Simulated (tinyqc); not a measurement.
Changing the total dopant density N: dopants and charged point defects at anneal temperature: Fermi-level effect, clustering and pairing. Computed by tinyqc, a small Python program. Command: `OMP_NUM_THREADS=1 python tinyqc.py 3015065 3015066 out.jsonl pairing sweep`. One thread of a shared host (Intel(R) Xeon(R) Processor @ 2.30GHz), about 0.03 s of CPU time with the checks.

Boltzmann statistics and full ionisation of active dopants. Energies are counted from the valence band; the defect (a vacancy or self-interstitial) has five charge states, with all degeneracy factors one.

Inputs (values chosen for the exercise, with bands modelled on InP):
```
quantity,value,unit
gap at 0 K E_g0,1.41,eV
Varshni alpha,0.000362,eV/K
Varshni beta,160,K
electron mass m_e,0.0805,m_0
valleys M_c,1,-
hole mass m_h,0.605,m_0
anneal temperature T,990,K
formation enthalpy of the neutral defect H_f,3.18,eV
formation entropy S_f,7.3,k_B
site density N_s,3.8e+22,cm^-3
intrinsic dopant diffusivity D_i,2.5e-17,cm^2/s
anneal time t,1,s
dopant atoms per cluster k,3,-
cluster binding energy E_b,1.45,eV
```

Dopant: donor. Second part: clustering of the dopant.

defect levels as fractions of E_g(T): (2+/+), (+/0), (0/-), (-/2-): [0.1, 0.11, 0.62, 0.6]

Constants: m_0 = 9.1093837015e-31 kg; k_B = 1.380649e-23 J/K; h = 6.62607015e-34 J s; k_B = 8.617333262e-05 eV/K.

Method:
- E_g = E_g0 - alpha T^2/(T + beta).
- N_c = 2 M_c (2 pi m_e k_B T/h^2)^(3/2) and N_v = 2 (2 pi m_h k_B T/h^2)^(3/2), masses in units of m_0.
- n_i = sqrt(N_c N_v) exp(-E_g/2 k_B T); E_i = E_g/2 + (k_B T/2) ln(N_v/N_c).
- n = A/2 + sqrt(A^2/4 + n_i^2) for an active density A.
- k ionised dopants and k carriers form one neutral cluster: C = N_s (A/N_s)^k (n/N_b)^k exp(E_b/k_B T), N_b the effective density of states of the majority band, and N = A + k C (60 bisections in ln A between ln N - 90 and ln N).
- chi = n/n_i (for acceptors n_i/p); E_F = E_i + k_B T ln chi; field enhancement h = 1 + A/sqrt(A^2 + 4 n_i^2).
- C_0 = N_s exp(S_f/k_B) exp(-H_f/k_B T). Ratios to the neutral state at E_F = E_i: r_+ = exp((E(+/0) - E_i)/k_B T), r_2+ = r_+ exp((E(2+/+) - E_i)/k_B T), r_- = exp((E_i - E(0/-))/k_B T), r_2- = r_- exp((E_i - E(-/2-))/k_B T); at other E_F state q scales as chi^(-q). The enhancement is sum r_q chi^(-q)/sum r_q. The charge on the defects is left out of neutrality.
- If every charge state of the defect carries the dopant equally well, D = D_i x enhancement x h x (active share A/N, a rough stand-in that overstates the dA/dN which immobile clusters call for), D_i being an input held fixed when T or H_f is moved; diffusion length 2 sqrt(D t).

One run for each value:
```
total dopant density N (cm^-3),active density A (cm^-3),enhancement over intrinsic,D/D_i,E_F (eV),mean charge (e)
1.00e+17,1.0000e+17,8.6869e+00,1.6487e+01,0.8045,-1.7763
3.00e+17,3.0000e+17,6.1704e+01,1.2260e+02,0.8940,-1.9290
9.00e+17,8.9935e+17,5.2345e+02,1.0454e+03,0.9872,-1.9775
3.00e+18,2.6101e+18,4.3392e+03,7.5498e+03,1.0780,-1.9924
8.00e+18,3.8683e+18,9.5068e+03,9.1935e+03,1.1116,-1.9949
2.00e+19,4.8060e+18,1.4659e+04,7.0450e+03,1.1301,-1.9959
7.00e+19,6.1059e+18,2.3640e+04,4.1241e+03,1.1505,-1.9968
2.00e+20,7.3391e+18,3.4135e+04,2.5051e+03,1.1662,-1.9973
7.00e+20,9.0799e+18,5.2221e+04,1.3547e+03,1.1844,-1.9978
2.00e+21,1.0830e+19,7.4264e+04,8.0426e+02,1.1994,-1.9982
```

What does the table show, and why?

Over the rows, active density A (cm^-3) rises from 1.00e17 to 1.08e19 (exponent d ln y / d ln x 1.00 between the first rows and 0.17 between the last); enhancement over intrinsic rises from 8.69 to 74300 (exponent d ln y / d ln x 1.8 between the first rows and 0.34 between the last); D/D_i goes from 16.5 through a maximum among these rows, 9190 at 8.00e18, to 804. At the low end the exponent of active density A is 1.00, close to 1: no clustering. Once clusters hold most of the dopant and A exceeds n_i, the exponent of A tends to 1/(2k) = 0.167; between the last rows it is 0.168.

Caution (rows 9.00e17, 3.00e18, 8.00e18, 2.00e19, 7.00e19, 2.00e20, 7.00e20, 2.00e21): so large an enhancement assumes that highly charged defects carry the dopant as well as neutral ones; measured enhancements are far smaller. Caution (rows 8.00e18, 2.00e19, 7.00e19, 2.00e20, 7.00e20, 2.00e21): the carrier density exceeds the effective density of states, where Boltzmann statistics understate the shift of E_F and so the density of charged defects (gap narrowing, also left out, works the other way).

Extremes, crossings and ranges named in words are read from the listed rows.
